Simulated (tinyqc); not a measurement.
RKS/LDA (VWN5) in the 6-31g basis, for H3-, spin multiplicity 1, step by step. The basis has no diffuse functions, so it cannot describe the extra electron: this is an exercise in the method, not the real anion. Computed by tinyqc, a small Python program that keeps every step (integrals from PySCF). Settings: charge = -1, multiplicity = 1, basis = 6-31g, energy threshold = 1e-09, iteration cap = 60, orthogonalisation = symmetric, start = highest core orbitals, DIIS depth = 4, DIIS from iteration = 2, method = RKS, functional = lda,vwn, grid = [15, 14]. Command: `OMP_NUM_THREADS=1 python tinyqc.py 24406 24407 out.jsonl` (the two numbers bound the seeds that draw the settings). One thread of a shared host (Intel(R) Xeon(R) Processor @ 2.60GHz), about 1 s of CPU time with the checks. Later iterations appear only in the table of the cycle.

## One-electron integrals

Geometry (angstrom):
```
atom       x       y       z
H     0.0000  0.0000  0.0000
H     0.0000  0.0000  0.9000
H     0.0000  0.7790  0.4500
```

Basis 6-31g: exponents (1/bohr^2) and contraction coefficients of normalised primitives:
```
element  l (shell)  exponent  coefficient
H            s (1)   18.7311       0.0335
H            s (1)    2.8254       0.2347
H            s (1)    0.6401       0.8138
H            s (2)    0.1613       1.0000
```

Overlap, kinetic and nuclear-attraction integrals over the contracted functions; the nuclear repulsion is the sum of Za Zb / Rab.

nuclear repulsion = 1.764403 hartree

overlap S:
```
        1H 1s   1H 2s   2H 1s   2H 2s   3H 1s   3H 2s
1H 1s  1.0000  0.6583  0.3230  0.4501  0.3233  0.4502
1H 2s  0.6583  1.0000  0.4501  0.7920  0.4502  0.7921
2H 1s  0.3230  0.4501  1.0000  0.6583  0.3233  0.4502
2H 2s  0.4501  0.7920  0.6583  1.0000  0.4502  0.7921
3H 1s  0.3233  0.4502  0.3233  0.4502  1.0000  0.6583
3H 2s  0.4502  0.7921  0.4502  0.7921  0.6583  1.0000
```

kinetic energy T (hartree):
```
        1H 1s   1H 2s   2H 1s   2H 2s   3H 1s   3H 2s
1H 1s  1.3957  0.2597  0.0882  0.1323  0.0885  0.1324
1H 2s  0.2597  0.2419  0.1323  0.1618  0.1324  0.1618
2H 1s  0.0882  0.1323  1.3957  0.2597  0.0885  0.1324
2H 2s  0.1323  0.1618  0.2597  0.2419  0.1324  0.1618
3H 1s  0.0885  0.1324  0.0885  0.1324  1.3957  0.2597
3H 2s  0.1324  0.1618  0.1324  0.1618  0.2597  0.2419
```

nuclear attraction V (hartree):
```
         1H 1s    1H 2s    2H 1s    2H 2s    3H 1s    3H 2s
1H 1s  -2.8243  -1.4950  -0.8867  -1.0662  -0.8876  -1.0666
1H 2s  -1.4950  -1.6147  -1.0662  -1.3518  -1.0666  -1.3520
2H 1s  -0.8867  -1.0662  -2.8243  -1.4950  -0.8876  -1.0666
2H 2s  -1.0662  -1.3518  -1.4950  -1.6147  -1.0666  -1.3520
3H 1s  -0.8876  -1.0666  -0.8876  -1.0666  -2.8246  -1.4952
3H 2s  -1.0666  -1.3520  -1.0666  -1.3520  -1.4952  -1.6148
```

core Hamiltonian H = T + V (hartree):
```
         1H 1s    1H 2s    2H 1s    2H 2s    3H 1s    3H 2s
1H 1s  -1.4287  -1.2353  -0.7985  -0.9339  -0.7991  -0.9342
1H 2s  -1.2353  -1.3728  -0.9339  -1.1900  -0.9343  -1.1902
2H 1s  -0.7985  -0.9339  -1.4287  -1.2353  -0.7991  -0.9342
2H 2s  -0.9339  -1.1900  -1.2353  -1.3728  -0.9343  -1.1902
3H 1s  -0.7991  -0.9343  -0.7991  -0.9343  -1.4289  -1.2354
3H 2s  -0.9342  -1.1902  -0.9342  -1.1902  -1.2354  -1.3729
```

## Two-electron integrals

Functions are numbered as in S; the eight-fold symmetry (ij|kl) = (ji|kl) = (kl|ij) leaves the list below.

Two-electron integrals (ij|kl) in chemists' order, unique and non-zero (hartree):
```
(11|11) 1.0766   (21|11) 0.5785   (21|21) 0.3294   (22|11) 0.5874
(22|21) 0.3613   (22|22) 0.4532   (31|11) 0.2725   (31|21) 0.1573
(31|22) 0.1754   (31|31) 0.0984   (32|11) 0.2787   (32|21) 0.1718
(32|22) 0.2136   (32|31) 0.1148   (32|32) 0.1529   (33|11) 0.5691
(33|21) 0.3598   (33|22) 0.4639   (33|31) 0.2725   (33|32) 0.3870
(33|33) 1.0766   (41|11) 0.3870   (41|21) 0.2215   (41|22) 0.2449
(41|31) 0.1148   (41|32) 0.1286   (41|33) 0.2787   (41|41) 0.1529
(42|11) 0.4364   (42|21) 0.2706   (42|22) 0.3454   (42|31) 0.1476
(42|32) 0.1909   (42|33) 0.4364   (42|41) 0.1909   (42|42) 0.2842
(43|11) 0.3598   (43|21) 0.2263   (43|22) 0.2932   (43|31) 0.1573
(43|32) 0.2215   (43|33) 0.5785   (43|41) 0.1718   (43|42) 0.2706
(43|43) 0.3294   (44|11) 0.4639   (44|21) 0.2932   (44|22) 0.3915
(44|31) 0.1754   (44|32) 0.2449   (44|33) 0.5874   (44|41) 0.2136
(44|42) 0.3454   (44|43) 0.3613   (44|44) 0.4532   (51|11) 0.2728
(51|21) 0.1575   (51|22) 0.1756   (51|31) 0.0839   (51|32) 0.0943
(51|33) 0.2024   (51|41) 0.1102   (51|42) 0.1389   (51|43) 0.1256
(51|44) 0.1564   (51|51) 0.0986   (52|11) 0.2788   (52|21) 0.1718
(52|22) 0.2137   (52|31) 0.0942   (52|32) 0.1172   (52|33) 0.2595
(52|41) 0.1220   (52|42) 0.1748   (52|43) 0.1619   (52|44) 0.2061
(52|51) 0.1150   (52|52) 0.1530   (53|11) 0.2024   (53|21) 0.1256
(53|22) 0.1564   (53|31) 0.0839   (53|32) 0.1102   (53|33) 0.2728
(53|41) 0.0943   (53|42) 0.1389   (53|43) 0.1575   (53|44) 0.1756
(53|51) 0.0839   (53|52) 0.1102   (53|53) 0.0986   (54|11) 0.2595
(54|21) 0.1619   (54|22) 0.2061   (54|31) 0.0942   (54|32) 0.1220
(54|33) 0.2788   (54|41) 0.1172   (54|42) 0.1748   (54|43) 0.1718
(54|44) 0.2137   (54|51) 0.1102   (54|52) 0.1510   (54|53) 0.1150
(54|54) 0.1530   (55|11) 0.5693   (55|21) 0.3599   (55|22) 0.4640
(55|31) 0.2023   (55|32) 0.2594   (55|33) 0.5693   (55|41) 0.2594
(55|42) 0.3880   (55|43) 0.3599   (55|44) 0.4640   (55|51) 0.2728
(55|52) 0.3871   (55|53) 0.2728   (55|54) 0.3871   (55|55) 1.0766
(61|11) 0.3871   (61|21) 0.2216   (61|22) 0.2449   (61|31) 0.1101
(61|32) 0.1220   (61|33) 0.2594   (61|41) 0.1510   (61|42) 0.1872
(61|43) 0.1618   (61|44) 0.2061   (61|51) 0.1150   (61|52) 0.1287
(61|53) 0.0943   (61|54) 0.1220   (61|55) 0.2788   (61|61) 0.1530
(62|11) 0.4365   (62|21) 0.2706   (62|22) 0.3455   (62|31) 0.1388
(62|32) 0.1748   (62|33) 0.3880   (62|41) 0.1871   (62|42) 0.2736
(62|43) 0.2438   (62|44) 0.3211   (62|51) 0.1478   (62|52) 0.1910
(62|53) 0.1390   (62|54) 0.1872   (62|55) 0.4365   (62|61) 0.1910
(62|62) 0.2843   (63|11) 0.2594   (63|21) 0.1618   (63|22) 0.2061
(63|31) 0.1101   (63|32) 0.1510   (63|33) 0.3871   (63|41) 0.1220
(63|42) 0.1872   (63|43) 0.2216   (63|44) 0.2449   (63|51) 0.0943
(63|52) 0.1220   (63|53) 0.1150   (63|54) 0.1287   (63|55) 0.2788
(63|61) 0.1172   (63|62) 0.1749   (63|63) 0.1530   (64|11) 0.3880
(64|21) 0.2438   (64|22) 0.3211   (64|31) 0.1388   (64|32) 0.1871
(64|33) 0.4365   (64|41) 0.1748   (64|42) 0.2736   (64|43) 0.2706
(64|44) 0.3455   (64|51) 0.1390   (64|52) 0.1872   (64|53) 0.1478
(64|54) 0.1910   (64|55) 0.4365   (64|61) 0.1749   (64|62) 0.2736
(64|63) 0.1910   (64|64) 0.2843   (65|11) 0.3599   (65|21) 0.2264
(65|22) 0.2932   (65|31) 0.1255   (65|32) 0.1618   (65|33) 0.3599
(65|41) 0.1618   (65|42) 0.2438   (65|43) 0.2264   (65|44) 0.2932
(65|51) 0.1575   (65|52) 0.2216   (65|53) 0.1575   (65|54) 0.2216
(65|55) 0.5785   (65|61) 0.1718   (65|62) 0.2706   (65|63) 0.1718
(65|64) 0.2706   (65|65) 0.3294   (66|11) 0.4640   (66|21) 0.2932
(66|22) 0.3916   (66|31) 0.1563   (66|32) 0.2061   (66|33) 0.4640
(66|41) 0.2061   (66|42) 0.3211   (66|43) 0.2932   (66|44) 0.3916
(66|51) 0.1756   (66|52) 0.2449   (66|53) 0.1756   (66|54) 0.2449
(66|55) 0.5874   (66|61) 0.2137   (66|62) 0.3455   (66|63) 0.2137
(66|64) 0.3455   (66|65) 0.3613   (66|66) 0.4532
```

## Orthogonalisation

S = U s U^T; symmetric (Loewdin) form X = U s^(-1/2) U^T, so that X^T S X = 1.

eigenvalues of S: 0.1289  0.1290  0.4875  0.7556  0.7561  3.7429

X:
```
         1H 1s    1H 2s    2H 1s    2H 2s    3H 1s    3H 2s
1H 1s   1.2730  -0.5079  -0.0832   0.0348  -0.0834   0.0348
1H 2s  -0.5079   2.0001   0.0348  -0.5784   0.0348  -0.5790
2H 1s  -0.0832   0.0348   1.2730  -0.5079  -0.0834   0.0348
2H 2s   0.0348  -0.5784  -0.5079   2.0001   0.0348  -0.5790
3H 1s  -0.0834   0.0348  -0.0834   0.0348   1.2730  -0.5079
3H 2s   0.0348  -0.5790   0.0348  -0.5790  -0.5079   2.0006
```

## Starting guess

The start is the highest orbitals of the core Hamiltonian (a deliberately bad start); D = 2 C_occ C_occ^T.

D at the start:
```
         1H 1s    1H 2s    2H 1s    2H 2s    3H 1s    3H 2s
1H 1s   2.1254  -3.9842  -1.0614   1.9901  -1.0632   1.9934
1H 2s  -3.9842   7.4688   1.9901  -3.7314   1.9926  -3.7360
2H 1s  -1.0614   1.9901   2.1254  -3.9842  -1.0632   1.9934
2H 2s   1.9901  -3.7314  -3.9842   7.4688   1.9926  -3.7360
3H 1s  -1.0632   1.9926  -1.0632   1.9926   2.1247  -3.9838
3H 2s   1.9934  -3.7360   1.9934  -3.7360  -3.9838   7.4694
```

## Iteration 1: exchange-correlation on the grid

Becke grid with 15 radial and 14 angular points per atom, points of zero weight dropped. rho = sum D_ij phi_i phi_j; V_xc,ij = sum w v_xc phi_i phi_j; v_xc is d(rho eps)/d rho.

The 16 grid points with the largest w rho, of 620 (bohr, atomic units):
```
x              y        z       w     rho   eps_xc     v_xc
0.0000    3.7351   0.8504  2.9824  0.0218  -0.2491  -0.3246
-1.3065  -1.3065   3.0073  3.3550  0.0185  -0.2371  -0.3088
1.3065   -1.3065   3.0073  3.3550  0.0185  -0.2371  -0.3088
1.3065   -1.3065  -1.3065  3.3550  0.0185  -0.2371  -0.3088
-1.3065  -1.3065  -1.3065  3.3550  0.0185  -0.2371  -0.3088
0.0000    4.5282   0.8504  7.0673  0.0085  -0.1874  -0.2438
0.0000    0.0000   3.9637  2.9814  0.0199  -0.2423  -0.3156
0.0000    0.0000  -2.2630  2.9814  0.0199  -0.2423  -0.3156
1.7644   -1.7644   3.4652  7.9494  0.0075  -0.1801  -0.2343
-1.7644  -1.7644   3.4652  7.9494  0.0075  -0.1801  -0.2343
-1.7644  -1.7644  -1.7644  7.9494  0.0075  -0.1801  -0.2343
1.7644   -1.7644  -1.7644  7.9494  0.0075  -0.1801  -0.2343
0.0000    0.0000   4.7569  7.0616  0.0078  -0.1825  -0.2374
0.0000    0.0000  -3.0561  7.0616  0.0078  -0.1825  -0.2374
1.3065    2.7786   2.1569  3.3130  0.0157  -0.2256  -0.2937
-1.3065   2.7786   2.1569  3.3130  0.0157  -0.2256  -0.2937
```

electrons on the grid, sum of w rho = 3.9593

E_xc = sum of w rho eps_xc = -1.261200 hartree

V_xc (hartree):
```
         1H 1s    1H 2s    2H 1s    2H 2s    3H 1s    3H 2s
1H 1s  -0.4906  -0.2452  -0.1404  -0.1697  -0.1425  -0.1707
1H 2s  -0.2452  -0.2760  -0.1697  -0.2214  -0.1699  -0.2241
2H 1s  -0.1404  -0.1697  -0.4906  -0.2452  -0.1425  -0.1707
2H 2s  -0.1697  -0.2214  -0.2452  -0.2760  -0.1699  -0.2241
3H 1s  -0.1425  -0.1699  -0.1425  -0.1699  -0.4909  -0.2437
3H 2s  -0.1707  -0.2241  -0.1707  -0.2241  -0.2437  -0.2792
```

## Iteration 1: building the Kohn-Sham matrix

J_ij = sum D_kl (ij|kl); F = H + J + V_xc; E = tr D H + tr D J / 2 + E_xc + E_nn.

Coulomb J (hartree):
```
        1H 1s   1H 2s   2H 1s   2H 2s   3H 1s   3H 2s
1H 1s  2.0461  1.2303  0.6693  0.8615  0.6699  0.8618
1H 2s  1.2303  1.5620  0.8615  1.2745  0.8618  1.2747
2H 1s  0.6693  0.8615  2.0461  1.2303  0.6699  0.8618
2H 2s  0.8615  1.2745  1.2303  1.5620  0.8618  1.2747
3H 1s  0.6699  0.8618  0.6699  0.8618  2.0460  1.2303
3H 2s  0.8618  1.2747  0.8618  1.2747  1.2303  1.5620
```

Kohn-Sham matrix F (hartree):
```
         1H 1s    1H 2s    2H 1s    2H 2s    3H 1s    3H 2s
1H 1s   0.1269  -0.2502  -0.2696  -0.2421  -0.2717  -0.2431
1H 2s  -0.2502  -0.0868  -0.2421  -0.1369  -0.2424  -0.1396
2H 1s  -0.2696  -0.2421   0.1269  -0.2502  -0.2717  -0.2431
2H 2s  -0.2421  -0.1369  -0.2502  -0.0868  -0.2424  -0.1396
3H 1s  -0.2717  -0.2424  -0.2717  -0.2424   0.1262  -0.2489
3H 2s  -0.2431  -0.1396  -0.2431  -0.1396  -0.2489  -0.0901
```

total energy of this density = 2.797149 hartree

## Iteration 1: diagonalisation and new density

Diagonalise F' = X^T F X, C = X C', fill 2 alpha and 2 beta electrons from the bottom; D = 2 C_occ C_occ^T. Each column has its largest component positive (the first on a tie).

F' = X^T F X (hartree):
```
         1        2        3        4        5        6
1   0.5504  -0.4263  -0.2054  -0.0335  -0.2089  -0.0323
2  -0.4263   0.3872  -0.0335  -0.0859  -0.0328  -0.0930
3  -0.2054  -0.0335   0.5504  -0.4263  -0.2089  -0.0323
4  -0.0335  -0.0859  -0.4263   0.3872  -0.0328  -0.0930
5  -0.2089  -0.0328  -0.2089  -0.0328   0.5474  -0.4201
6  -0.0323  -0.0930  -0.0323  -0.0930  -0.4201   0.3803
```

orbital energies (hartree): MO1 -0.3224, MO2 0.1970, MO3 0.2038, MO4 0.6598, MO5 1.0319, MO6 1.0328

coefficients C:
```
          MO1      MO2      MO3      MO4      MO5      MO6
1H 1s  0.2949   0.2375  -0.1429   0.6073  -1.0052   0.5930
1H 2s  0.1438   1.2710  -0.7304  -0.5178   1.3624  -0.7979
2H 1s  0.2949  -0.2375  -0.1429   0.6073   1.0052   0.5930
2H 2s  0.1438  -1.2710  -0.7304  -0.5178  -1.3624  -0.7979
3H 1s  0.2950   0.0000   0.2687   0.6464   0.0000  -1.1480
3H 2s  0.1518   0.0000   1.4719  -0.5494   0.0000   1.5627
```

D after iteration 1:
```
         1H 1s    1H 2s    2H 1s    2H 2s   3H 1s   3H 2s
1H 1s   0.2867   0.6886   0.0611  -0.5189  0.1740  0.0895
1H 2s   0.6886   3.2725  -0.5189  -3.1897  0.0849  0.0437
2H 1s   0.0611  -0.5189   0.2867   0.6886  0.1740  0.0895
2H 2s  -0.5189  -3.1897   0.6886   3.2725  0.0849  0.0437
3H 1s   0.1740   0.0849   0.1740   0.0849  0.1740  0.0896
3H 2s   0.0895   0.0437   0.0895   0.0437  0.0896  0.0461
```

## Iteration 2: exchange-correlation on the grid

As before.

The 16 grid points with the largest w rho, of 620 (bohr, atomic units):
```
x              y        z       w     rho   eps_xc     v_xc
0.0000    0.0000   3.9637  2.9814  0.0159  -0.2263  -0.2947
0.0000    0.0000  -2.2630  2.9814  0.0159  -0.2263  -0.2947
0.0000    0.0000   3.3486  1.2321  0.0380  -0.2948  -0.3845
0.0000    0.0000  -1.6479  1.2321  0.0380  -0.2948  -0.3845
0.9514   -0.9514   2.6522  1.3863  0.0295  -0.2730  -0.3560
-0.9514  -0.9514   2.6522  1.3863  0.0295  -0.2730  -0.3560
0.9514   -0.9514  -0.9514  1.3863  0.0295  -0.2730  -0.3560
-0.9514  -0.9514  -0.9514  1.3863  0.0295  -0.2730  -0.3560
0.9514    0.9514  -0.9514  1.2146  0.0331  -0.2825  -0.3684
-0.9514   0.9514  -0.9514  1.2146  0.0331  -0.2825  -0.3684
-0.9514   0.9514   2.6522  1.2146  0.0331  -0.2825  -0.3684
0.9514    0.9514   2.6522  1.2146  0.0331  -0.2825  -0.3684
-1.3065  -1.3065   3.0073  3.3550  0.0119  -0.2072  -0.2697
1.3065   -1.3065   3.0073  3.3550  0.0119  -0.2072  -0.2697
1.3065   -1.3065  -1.3065  3.3550  0.0119  -0.2072  -0.2697
-1.3065  -1.3065  -1.3065  3.3550  0.0119  -0.2072  -0.2697
```

electrons on the grid, sum of w rho = 3.9929

E_xc = sum of w rho eps_xc = -1.298967 hartree

V_xc (hartree):
```
         1H 1s    1H 2s    2H 1s    2H 2s    3H 1s    3H 2s
1H 1s  -0.5586  -0.3171  -0.1725  -0.2186  -0.1734  -0.2201
1H 2s  -0.3171  -0.3467  -0.2186  -0.2823  -0.2028  -0.2777
2H 1s  -0.1725  -0.2186  -0.5586  -0.3171  -0.1734  -0.2201
2H 2s  -0.2186  -0.2823  -0.3171  -0.3467  -0.2028  -0.2777
3H 1s  -0.1734  -0.2028  -0.1734  -0.2028  -0.4942  -0.2792
3H 2s  -0.2201  -0.2777  -0.2201  -0.2777  -0.2792  -0.3157
```

## Iteration 2: building the Kohn-Sham matrix

As before.

Coulomb J (hartree):
```
        1H 1s   1H 2s   2H 1s   2H 2s   3H 1s   3H 2s
1H 1s  2.3923  1.4467  0.7887  1.0128  0.7723  1.0106
1H 2s  1.4467  1.7863  1.0128  1.4616  0.9621  1.4408
2H 1s  0.7887  1.0128  2.3923  1.4467  0.7723  1.0106
2H 2s  1.0128  1.4616  1.4467  1.7863  0.9621  1.4408
3H 1s  0.7723  0.9621  0.7723  0.9621  2.1813  1.3433
3H 2s  1.0106  1.4408  1.0106  1.4408  1.3433  1.7096
```

Kohn-Sham matrix F (hartree):
```
         1H 1s    1H 2s    2H 1s    2H 2s    3H 1s    3H 2s
1H 1s   0.4051  -0.1057  -0.1824  -0.1397  -0.2002  -0.1437
1H 2s  -0.1057   0.0668  -0.1397  -0.0107  -0.1750  -0.0271
2H 1s  -0.1824  -0.1397   0.4051  -0.1057  -0.2002  -0.1437
2H 2s  -0.1397  -0.0107  -0.1057   0.0668  -0.1750  -0.0271
3H 1s  -0.2002  -0.1750  -0.2002  -0.1750   0.2581  -0.1714
3H 2s  -0.1437  -0.0271  -0.1437  -0.0271  -0.1714   0.0210
```

total energy of this density = -1.310563 hartree

## Iteration 2: diagonalisation and new density

As before.

F' = X^T F X (hartree):
```
         1        2        3        4        5        6
1   0.8464  -0.4322  -0.2069  -0.0202  -0.2040  -0.0107
2  -0.4322   0.5126  -0.0202  -0.0804  -0.0314  -0.0890
3  -0.2069  -0.0202   0.8464  -0.4322  -0.2040  -0.0107
4  -0.0202  -0.0804  -0.4322   0.5126  -0.0314  -0.0890
5  -0.2040  -0.0314  -0.2040  -0.0314   0.6830  -0.4340
6  -0.0107  -0.0890  -0.0107  -0.0890  -0.4340   0.4505
```

orbital energies (hartree): MO1 -0.1313, MO2 0.3037, MO3 0.3513, MO4 0.8185, MO5 1.2143, MO6 1.2951

coefficients C:
```
          MO1      MO2      MO3      MO4      MO5      MO6
1H 1s  0.2194  -0.1405   0.1544   0.5484   0.6777  -1.0213
1H 2s  0.1224  -0.7825   1.3783  -0.4132  -0.8130   1.2538
2H 1s  0.2194  -0.1405  -0.1544   0.5484   0.6777   1.0213
2H 2s  0.1224  -0.7825  -1.3783  -0.4132  -0.8130  -1.2538
3H 1s  0.3151   0.1853   0.0000   0.7965  -1.0615   0.0000
3H 2s  0.2958   1.5168   0.0000  -0.7137   1.4268   0.0000
```

D after iteration 2:
```
         1H 1s    1H 2s    2H 1s    2H 2s    3H 1s    3H 2s
1H 1s   0.1357   0.2736   0.1357   0.2736   0.0862  -0.2964
1H 2s   0.2736   1.2546   0.2736   1.2546  -0.2128  -2.3015
2H 1s   0.1357   0.2736   0.1357   0.2736   0.0862  -0.2964
2H 2s   0.2736   1.2546   0.2736   1.2546  -0.2128  -2.3015
3H 1s   0.0862  -0.2128   0.0862  -0.2128   0.2672   0.7484
3H 2s  -0.2964  -2.3015  -0.2964  -2.3015   0.7484   4.7767
```

## Convergence

Stop when the energy changes by less than 1e-09 hartree and every element of the error matrix X^T (F D S - S D F) X is below 9e-06.

Course of the cycle:
```
iteration  E (hartree)     change  largest element of the error matrix
1             2.797149          -                             3.09e-01
2            -1.310563  -4.11e+00                             1.37e-01
3            -1.305717   4.85e-03                             8.49e-02
4            -1.318167  -1.25e-02                             7.65e-02
5            -1.325952  -7.78e-03                             5.20e-02
6            -1.310170   1.58e-02                             9.78e-02
7            -1.311275  -1.10e-03                             8.71e-02
8            -1.313837  -2.56e-03                             7.19e-02
9            -1.290679   2.32e-02                             1.29e-01
10           -1.290273   4.07e-04                             1.30e-01
11           -1.310416  -2.01e-02                             9.55e-02
12           -1.310717  -3.02e-04                             9.37e-02
13           -1.310552   1.66e-04                             9.47e-02
14           -1.316927  -6.37e-03                             8.04e-02
...                ...        ...                                  ...
47           -1.317775  -2.66e-03                             6.49e-02
48           -1.307447   1.03e-02                             1.01e-01
49           -1.312974  -5.53e-03                             8.60e-02
50           -1.317336  -4.36e-03                             6.47e-02
51           -1.313066   4.27e-03                             7.33e-02
52           -1.316607  -3.54e-03                             6.89e-02
53           -1.321784  -5.18e-03                             6.81e-02
54           -1.314879   6.91e-03                             7.45e-02
55           -1.315645  -7.67e-04                             7.23e-02
56           -1.313945   1.70e-03                             7.35e-02
57           -1.315379  -1.43e-03                             7.28e-02
58           -1.316242  -8.63e-04                             8.48e-02
59           -1.316177   6.55e-05                             6.89e-02
60           -1.317418  -1.24e-03                             6.58e-02
```

PySCF RKS in the same basis, fine grid = -1.307655 hartree

Not converged within the cap of 60 iterations: the residual wanders without falling. Reruns (cap 100 unless said): DIIS 8: not converged; damping 0.5: not converged; level shift 0.5: converged in 13; atomic densities as start, DIIS 8: not converged; the original settings with a cap of 400: not converged.
